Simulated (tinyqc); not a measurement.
Off-state leakage of single and stacked transistors: one step of the calculation.

n-channel devices of unit width. Subthreshold current I(Vg, Vs, Vd) = I0 (T/300 K)^0.5 exp[(Vg - Vs - VT(T) - gb (Vs - Vb) + dd (Vd - Vs))/(nf Vt)] (1 - exp(-(Vd - Vs)/Vt)), VT(T) = VT - cT (T - 300 K). Gate-edge tunnelling Ig (Vd/1 V) exp(ag (Vd - 1 V)), for a gate at 0 V, and band-to-band leakage Ab u exp(-Bb/u), u = Vd - Vb + 1 V, flow at a drain held at V; both are taken as independent of T. In a stack of off transistors (all gates at 0 V) the same subthreshold current passes through each.

Problem. Leakage of one transistor. Vg = Vs = 0, Vd = V; effective threshold VT(T) - gb Vb - dd V.

Parameters, values chosen for the exercise; values of the order met in bulk silicon logic transistors:

| symbol | value | unit | meaning |
|---|---|---|---|
| T | 300 | K | temperature |
| V | 1.1 | V | supply voltage |
| VT | 0.48 | V | threshold at 300 K, zero drain and body bias |
| cT | 0.6 | mV/K | fall of the threshold with temperature |
| I0 | 0.76 | uA/um | current at threshold at 300 K |
| nf | 1.35 |  | slope factor |
| dd | 0.18 |  | drain-induced lowering per volt |
| gb | 0.1 |  | rise of the threshold per volt of source-body bias |
| Ig | 0.0001 | uA/um | gate-edge tunnelling current at 1 V |
| ag | 3 | 1/V | exponential slope of the gate current |
| Ab | 10 | uA/(um V) | prefactor of band-to-band leakage at the drain |
| Bb | 23 | V | its exponential voltage |
| Vb | 0 | V | body voltage |

Constants: q = 1.602176634e-19 C, kB = 1.380649e-23 J/K, Vt = kB T/q. Results are converted to the units shown.

Give: effective threshold; parts; total; shares.

Solution.

effective threshold = 0.28200 V
parts (nA/um): subthreshold 0.23531, gate edge 0.14848, band-to-band 0.36784
total = 0.75163 nA/um
shares (%): subthreshold 31.306, gate edge 19.755, band-to-band 48.939

The band-to-band part is the largest.

Numbers from tinyqc (`OMP_NUM_THREADS=1 python tinyqc.py 2242037 2242038 out.jsonl`; about 0.03 s on one thread of a shared Intel Xeon 2.30GHz).
